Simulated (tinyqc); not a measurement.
## K factor and largest bandwidth from two damping rates

Inverse problem. The damping of a laser follows gamma = K fR^2 + gamma0. With gamma0 neglected, the largest 3 dB bandwidth is 2 sqrt(2) pi/K, reached where gamma = sqrt(2) 2 pi fR. Find K, gamma0 and that bandwidth.

gamma at fR = 2.3 and 13.7 GHz (1/ns): [3.316, 76.276000]

Solution. gamma is linear in fR^2: slope K, intercept gamma0.

K = 0.4000 ns
gamma0 = 1.200 1/ns
largest f3dB = 22.21 GHz

Program tinyqc, `OMP_NUM_THREADS=1 python tinyqc.py 2840041 2840042 out.jsonl`; Intel Xeon 2.30GHz, shared host, one thread, about 0.01 s.
